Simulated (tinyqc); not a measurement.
# Scale length and barrier from the threshold roll-off

Inverse problem. For L well above Lambda the threshold falls by 2 m sqrt(A (A + Vds)) exp(-pi L/(2 Lambda)), A being the height of the source potential over the barrier top; the two values follow this form. Find Lambda and A.

Parameters, values chosen for the exercise:
- m = 1 (long-channel body factor)
- Vds = 0.6 V (drain voltage)

threshold lowering at L = 47 and 75 nm (mV): 52.367403  8.1128332

Solution. The ratio of the two values gives Lambda; the prefactor gives A (A + Vds), a quadratic with one positive root.

Lambda = 23.6 nm
A = 0.370 V

Computed by the program tinyqc: `OMP_NUM_THREADS=1 python tinyqc.py 2420071 2420072 out.jsonl`, one thread of a shared Intel Xeon 2.30GHz, about 0.01 s for the whole run.
